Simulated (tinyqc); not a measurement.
Reverse leakage of an n+-p junction: diffusion, generation, trap-assisted and band-to-band tunnelling: one step of the calculation.

One-sided abrupt junction in the depletion approximation, x from the junction (0) to W on the p side, field F = F0 (1 - x/W). Flat quasi-Fermi levels, long p side. Traps generate through SRH with both lifetimes shortened by 1 + Gamma (Hurkx enhancement, form for moderate fields); band-to-band generation is local and needs a total bending above Eg.

Task. Field, scales and diffusion current. ni = sqrt(Nc Nv) exp(-Eg/(2 Vt)), Eg in volts; Vbi = Vt ln(Na Nd/ni^2); W = sqrt(2 eps0 eps_r (Vbi + VR)/(q Na)); F0 = 2 (Vbi + VR)/W; FG = sqrt(24 mt m0 (kB T)^3)/(q hbar); J_diff = q ni^2 sqrt(Dn/tau)(1 - exp(-VR/Vt))/Na.

Inputs (values chosen for the exercise); band and dielectric values close to those of silicon:
```
symbol,value,unit,meaning
T,300,K,temperature
Eg,1.13,eV,band gap
eps_r,11.8,,relative permittivity
Nc,2.76e19,cm^-3,conduction-band density of states at T
Nv,2.66e19,cm^-3,valence-band density of states at T
Na,2.9e16,cm^-3,acceptor density of the lighter side
Nd,1e20,cm^-3,donor density of the heavier side
tau,2e-7,s,SRH lifetime of both carriers at zero field
mt,0.25,m0,tunnelling mass
Dn,7.1,cm^2/s,electron diffusion coefficient on the lighter side
VR,2.3,V,reverse bias
```

Constants: q = 1.602176634e-19 C, kB = 1.380649e-23 J/K, hbar = 1.054571817e-34 J s, m0 = 9.1093837015e-31 kg, Vt = kB T/q, eps0 = 8.8541878128e-14 F/cm where lengths are in cm. Results are converted to the units shown.

Give: ni; Vbi; W; F0; FG; J_diff.

Result.

ni = 8.736e9 cm^-3
Vbi = 0.9869 V
W = 384.5 nm
F0 = 171.0 kV/cm
FG = 368.8 kV/cm
J_diff = 2.512e-12 A/cm^2

Range of the model: The n+ side is degenerate, so Vbi from Boltzmann statistics is only a guide.

tinyqc, about 0.01 s, one thread, Intel Xeon 2.30GHz (shared host): `OMP_NUM_THREADS=1 python tinyqc.py 2290030 2290031 out.jsonl`
